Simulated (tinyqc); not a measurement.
Tersoff bond-order potential: one step, computed by the program tinyqc. Command: `OMP_NUM_THREADS=1 python tinyqc.py 3026426 3026427 out.jsonl tersoff walk`. One thread of a shared host (Intel(R) Xeon(R) Processor @ 2.30GHz), about 0.01 s of CPU time with the checks.

E = (1/2) sum_(i, j != i) [A exp(-lambda r_ij) - b_ij B exp(-mu r_ij)], b_ij = (1 + (beta zeta_ij)^n)^(-1/(2n)), zeta_ij = sum_(k != i, j) g(theta_ijk), g = 1 + c^2/d^2 - c^2/(d^2 + (h - cos theta)^2), with theta at atom i. Only nearest neighbours count (cut-off function 1 for them, 0 beyond).

Task: Unrelaxed vacancy. Each of the four neighbours loses one bond; its three other bonds now have zeta = 2 g, for the direction that starts at it. E_v = -E + 12 x (1/2)(b(3g) - b(2g)) B exp(-mu r), where -E is the pair-like cost.

Inputs (values chosen for the exercise, modelled on germanium): B = 413.31 eV; mu = 1.7047 1/angstrom; beta = 8.9e-07; n = 0.7459.

zeta = 6243.011

energy per atom of the diamond lattice = -3.639214 eV

bond order b = 0.9863020

bond length = 2.473828 angstrom

Give: b(2g); unrelaxed vacancy energy E_v.

Result:

b(2g) = 0.9898

unrelaxed vacancy energy E_v = 3.510 eV

Stronger back bonds return 0.129 eV, so E_v is 96 % of the cohesive energy.
